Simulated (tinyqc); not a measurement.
# Trap density and cross-section from triangular pulses

Inverse problem. In charge pumping, for a flat interface trap density D0 and a symmetric triangular wave, Qcp = -2 q A D0 Vt ln[vth s ni (dV/Va)/(2 f)], with s the geometric mean cross-section. Find D0, the frequency f0 where the line meets zero, and s.

Inputs (values chosen for the exercise): temperature T = 300 K; gate area A = 18 um^2; thermal velocity at 300 K, one nominal value for electrons and holes vth = 1.3e7 cm/s; Vth - Vfb dV = 0.55 V; pulse height Va = 3.8 V.

Constants: q = 1.602176634e-19 C, kB = 1.380649e-23 J/K, Vt = kB T/q. Results are converted to the units shown.

Qcp at f = 10000 and 5e5 Hz (fC): 2.4265636  3.9432011
ni = 8.8491536e9 cm^-3

Answer. Qcp is linear in ln f: the slope gives D0 and the zero gives s = 2 f0 Va/(vth ni dV).

D0 = 2.600e11 cm^-2 eV^-1
f0 = 19.13 Hz
s = 2.298e-15 cm^2

Numbers from tinyqc (`OMP_NUM_THREADS=1 python tinyqc.py 2030090 2030091 out.jsonl`; about 0.01 s on one thread of a shared Intel Xeon 2.30GHz).
